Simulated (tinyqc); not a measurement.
Esaki diode in forward bias, two-band WKB: current against forward bias.

Abrupt p-n junction, depletion approximation. Energies E are counted from the conduction-band edge of the neutral n side; its Fermi level lies at dn, that of the p side at dn - V, and the valence-band edge of the neutral p side at Em = dn + dp - V. Tunnelling needs 0 < E < Em. Two-band dispersion with equal masses m: inside the gap kappa = sqrt(m u (1 - u/Eg)/C), u the distance from a band edge, C = hbar^2/(2 m0).

Nd = Nc F12(dn/Vt), Na = Nv F12(dp/Vt), F12(x) = (2/sqrt(pi)) int_0^infinity sqrt(u)/(1 + exp(u - x)) du; dn = EF - Ec on the n side, dp = Ev - EF on the p side (negative outside the bands); Vbi = Eg + dn + dp. W = sqrt(2 eps0 eps_r (Vbi - V)(1/Na + 1/Nd)/q), mean field F = (Vbi - V)/W, peak field 2 F. In a uniform field F the exponent is S = pi sqrt(m/C) Eg^1.5/(4 F). Transverse energy Et = C kt^2/m raises it to S (1 + 4 Et/Eg), so T = exp(-S) exp(-Et/Eb) with Eb = Eg/(4 S). KJ = (2 q^2/h) m/(4 pi C) (times 1e14 for A/cm^2 per eV^2). J = KJ exp(-S) Eb times the integral from 0 to Em of [f(E - dn) - f(E - dn + V)] [1 - exp(-min(E, Em - E)/Eb)] dE, f(x) = 1/(1 + exp(x/Vt)), with S and Eb from the mean field; J > 0 flows from p to n.

Parameters, values chosen for the exercise; band and dielectric values close to those of gallium arsenide: temperature T = 300 K; band gap Eg = 1.45 eV; relative permittivity eps_r = 12.9; conduction-band density of states at 300 K Nc = 4.43e17 cm^-3; valence-band density of states at 300 K Nv = 9.15e18 cm^-3; band-edge mass of the two-band model m = 0.066 m0; acceptor density Na = 2.4e19 cm^-3; donor density Nd = 4.4e19 cm^-3.

Constants: q = 1.602176634e-19 C, kB = 1.380649e-23 J/K, hbar = 1.054571817e-34 J s, h = 6.62607015e-34 J s, m0 = 9.1093837015e-31 kg, Vt = kB T/q, eps0 = 8.8541878128e-14 F/cm where lengths are in cm, hbar^2/(2 m0) = 0.0380998212 eV nm^2. Results are converted to the units shown.

Result of one run:
```
mean field (MV/cm)      S  J (A/cm^2)
1.475               12.23       4.949
```

Which bias of the p side V gave this result: 0.043, 0.169, 0.232, 0.422 or 0.548 V?

V = 0.169 V.

The whole series:
```
V (V)  mean field (MV/cm)      S  J (A/cm^2)
0.043               1.521  11.86       4.837
0.106               1.498  12.04       5.818
0.169               1.475  12.23       4.949
0.232               1.452  12.43       4.037
0.296               1.428  12.64       3.238
0.359               1.404  12.86       2.577
0.422               1.379  13.09       2.025
0.485               1.354  13.33       1.566
0.548               1.328  13.59       1.170
0.611               1.302  13.86      0.7467
0.675               1.275  14.16      0.1949
```

J peaks at 5.82 A/cm^2 at V = 0.106 V among the rows, 0.15 of the overlap dn + dp = 0.718 V, and falls to 0.195 A/cm^2 at 0.675 V: a negative differential resistance. The Fermi levels part as V grows, but the window Em = dn + dp - V shrinks and closes at V = 0.718 V, and S rises from 11.9 to 14.2. Excess and diffusion currents, which fill the valley of a real diode, are not in the model.

Range of the model: Parabolic densities of states, no band tails and no gap narrowing, all of which matter at such doping.

Numbers from tinyqc (`OMP_NUM_THREADS=1 python tinyqc.py 2620143 2620144 out.jsonl`; about 0.02 s on one thread of a shared Intel Xeon 2.30GHz).
